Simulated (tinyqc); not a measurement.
Collinear exchange A + BC -> AB + C on a London-Eyring-Polanyi-Sato surface: saddle, string of images and rate: one step, computed by the program tinyqc.

x = r(AB), y = r(BC), r(AC) = x + y. V is counted from separated atoms, the barrier from A + BC, that is V + D(BC).

Problem. Transition-state rate. One-dimensional rate constant without tunnelling, k = sqrt(k_B T/(2 pi mu)) [sinh(h nu_BC/(2 k_B T))/sinh(h nu_s/(2 k_B T))] exp(-barrier/(k_B T)) with mu = m_A (m_B + m_C)/(m_A + m_B + m_C); Wigner factor 1 + (h nu_i/(k_B T))^2/24; adiabatic barrier = barrier + h (nu_s - nu_BC)/2.

Inputs (values chosen for the exercise, bond data loosely for abstraction of hydrogen from a Si-H bond by a hydrogen atom; the barrier is not fitted):
```
quantity       value  unit
mass of A      1.008     u
mass of B      1.008     u
mass of C      28.09     u
temperature T   1200     K
```

barrier = 0.4001129 eV

real frequency at the saddle = 32.69646 THz

nu_BC = 68.47397 THz

imaginary frequency = 58.85117 THz

Constants: h x 1 THz = 4.135667696 meV; k_B = 1.380649e-23 J/K; u = 1.6605390666e-27 kg; k_B = 8.617333262e-05 eV/K.

Give: adiabatic barrier; rate constant k; Wigner factor.

Solution.

adiabatic barrier = 0.3261 eV

rate constant k = 6987 cm/s

Wigner factor = 1.231
